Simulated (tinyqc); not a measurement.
# Resistance of a tapered via with liner, size effect and interface, step by step

Program tinyqc, `OMP_NUM_THREADS=1 python tinyqc.py 2750087 2750088 out.jsonl`; Intel Xeon 2.30GHz, shared host, one thread, about 0.01 s. Printed values are rounded.

A round via whose diameter grows from db at the bottom as D(z) = db + 2 z/tan(ang). The fill, of diameter D - 2 tl, starts above the bottom liner (thickness fb tl) and has rho = rho0 (1 + ks lam/(D - 2 tl)); the sidewall liner conducts in parallel with it. The bottom liner and the interface are crossed over the full area pi db^2/4. Spreading in the lines above and below is left out.

Parameters, values chosen for the exercise; fill metal close to tungsten:
```
symbol,value,unit,meaning
db,28,nm,diameter at the bottom
hv,97,nm,height
ang,85,degrees,sidewall angle
rho0,5.2,uohm cm,bulk resistivity of the fill
lam,15.1,nm,mean free path of the fill
ks,1.1,,size-effect factor
tl,1.9,nm,liner on the sidewall
fb,0.5,,liner at the bottom over that on the sidewall
rl,450,uohm cm,resistivity of the liner
ri,5.5e-13,ohm cm^2,interface resistivity at the bottom
Sb,9.1e14,S/m^2,"ballistic conductance per area, about 3/(4 rho0 lam)"
```

## Slices of the via

Slices between z0 = fb tl and hv, evaluated at their midpoints: conductance per length pi/4 [(D - 2 tl)^2/rho + (D^2 - (D - 2 tl)^2)/rl], slice resistance = slice height over that. 8 slices.

```
slice   z (nm)   D (nm)  rho (uohm cm)  slice resistance (ohm)
0      6.95312  29.2166        8.59825                 2.02224
1      18.9594  31.3175        8.33881                 1.67431
2      30.9656  33.4183        8.11617                 1.40739
3      42.9719  35.5191        7.92303                 1.19848
4      54.9781  37.6199        7.75388                 1.03209
5      66.9844  39.7207        7.60452                0.897566
6      78.9906  41.8216        7.47166                0.787342
7      90.9969  43.9224        7.35271                0.695963
```

## Total resistance

R_fill = sum of the slices; R_bottom = rl fb tl/(pi db^2/4); R_interface = ri/(pi db^2/4); ballistic (Sharvin) limit 1/(Sb pi (db - 2 tl)^2/4); ideal cylinder rho0 hv/(pi db^2/4).

parts (ohm): fill 9.71538, bottom liner 6.94273, interface 0.0893217
R = 16.7474 ohm
shares (%): fill 58.0112, bottom liner 41.4555, interface 0.5333
ballistic limit = 2.38912 ohm
ideal cylinder = 8.19161 ohm

The fill is the largest part, and R is 2.04 times the ideal cylinder. With 2000 slices R = 16.763 ohm.
